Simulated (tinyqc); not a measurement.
# Vertical double-diffused power MOSFET, components of the on-resistance: two studies

Stripe cells of pitch Wp + a, two channels a cell. Current flows through the channels, spreads in the accumulation layer, passes the gap between the p bodies and spreads at 45 degrees into the drift layer below them. Low drain voltage, full ionisation.

Parameters, values chosen for the exercise; bulk values close to those of 4H silicon carbide: temperature T = 450 K; relative permittivity eps_r = 9.98; critical-field constant Kc = 22500 V/cm per (cm^-3)^(1/8); rated breakdown voltage of the drift layer BV = 6500 V; drift mobility at 300 K mud = 811 cm^2/(V s); temperature exponent of the drift mobility bt = 2.1; gate oxide thickness (eps_r 3.9) tox = 82 nm; gate overdrive Vov = 9 V; channel mobility mch = 42 cm^2/(V s); accumulation-layer mobility mac = 74 cm^2/(V s); channel length Lc = 0.4 um; width of the p body in one cell, channels included Wp = 5.3 um; gap between neighbouring p bodies a = 3.8 um; depth of the p body xp = 1.2 um; doping of the gap over the drift doping Nj = 3; built-in voltage of the body junction Vbi = 2.68 V; substrate and contact resistance Rs = 0.27 mohm cm^2.

Constants: q = 1.602176634e-19 C, eps0 = 8.8541878128e-14 F/cm where lengths are in cm. Results are converted to the units shown.

Each table varies one quantity; the others keep the values above.

## On-resistance against the channel mobility

Triangular field at breakdown with Ec = Kc N^(1/8): BV = eps0 eps_r Ec^2/(2 q N), so N = (eps0 eps_r Kc^2/(2 q BV))^(4/3); W = 2 BV/Ec; mu = mud (T/300 K)^(-bt); rho = 1/(q mu N); ideal resistance rho W. Pitch p = Wp + a, Cox = 3.9 eps0/tox; zero-bias depletion in the gap w0 = sqrt(2 eps0 eps_r Vbi/(q N Nj)), open gap g = a - 2 w0; R_ch = Lc p/(2 mch Cox Vov); R_acc = 0.6 a p/(4 mac Cox Vov), 0.6 being an empirical factor for current leaving the layer along its length; R_gap = (rho/Nj) xp p/g; spreading depth t = min(W, (p - g)/2); R_drift = (rho p/2) ln((g + 2 t)/g) + rho (W - t); R_on = the sum with Rs.

The same in every row: R_acc (mohm cm^2) = 1.849; R_gap (mohm cm^2) = 2.490; R_drift (mohm cm^2) = 109.2; ideal (mohm cm^2) = 104.7.

Results:

| mch (cm^2/(V s)) | R_ch (mohm cm^2) | R_on (mohm cm^2) | largest term |
|---|---|---|---|
| 5 | 9.604 | 123.5 | drift |
| 10 | 4.802 | 118.7 | drift |
| 20 | 2.401 | 116.3 | drift |
| 40 | 1.201 | 115.1 | drift |
| 70 | 0.6860 | 114.5 | drift |
| 100 | 0.4802 | 114.3 | drift |
| 500 | 0.09604 | 113.9 | drift |

Estimate the missing row, mch = 300 cm^2/(V s).

Computed row:

| mch (cm^2/(V s)) | R_ch (mohm cm^2) | R_on (mohm cm^2) | largest term |
|---|---|---|---|
| 300 | 0.1601 | 114.0 | drift |

With this row back in the table: R_on falls from 123 to 114 mohm cm^2. The drift term is the largest at mch = 5 and in all other rows. R_on is 1.18 times the ideal drift resistance in the first row and 1.09 times in the last.

## On-resistance against the gap between neighbouring p bodies

Same model as above.

The same in every row: ideal (mohm cm^2) = 104.7.

On-resistance against the gap between neighbouring p bodies:

| a (um) | R_ch (mohm cm^2) | R_acc (mohm cm^2) | R_gap (mohm cm^2) | R_drift (mohm cm^2) | R_on (mohm cm^2) | largest term |
|---|---|---|---|---|---|---|
| 2.1 | 0.9298 | 0.8311 | 11.88 | 115.6 | 129.5 | drift |
| 2.7 | 1.005 | 1.155 | 4.725 | 111.7 | 118.8 | drift |
| 3.4 | 1.093 | 1.582 | 2.958 | 109.9 | 115.8 | drift |
| 4.3 | 1.206 | 2.208 | 2.112 | 108.7 | 114.4 | drift |
| 5.4 | 1.344 | 3.090 | 1.644 | 107.8 | 114.1 | drift |
| 6.9 | 1.533 | 4.502 | 1.329 | 107.1 | 114.7 | drift |
| 8.7 | 1.759 | 6.514 | 1.130 | 106.6 | 116.3 | drift |
| 11 | 2.048 | 9.590 | 0.9883 | 106.2 | 119.1 | drift |
| 14 | 2.425 | 14.45 | 0.8836 | 105.9 | 123.9 | drift |

R_on goes from 129 through a minimum of 114 (at a = 5.4 among the rows listed) to 124 mohm cm^2. The drift term is the largest at a = 2.1 and in all other rows. R_on is 1.24 times the ideal drift resistance in the first row and 1.18 times in the last. A narrow gap chokes the current while a wide one lengthens the pitch and so dilutes the channels, which gives the minimum.

Computed by the program tinyqc: `OMP_NUM_THREADS=1 python tinyqc.py 2230132 2230133 out.jsonl`, one thread of a shared Intel Xeon 2.30GHz, about 0.01 s for the whole run.
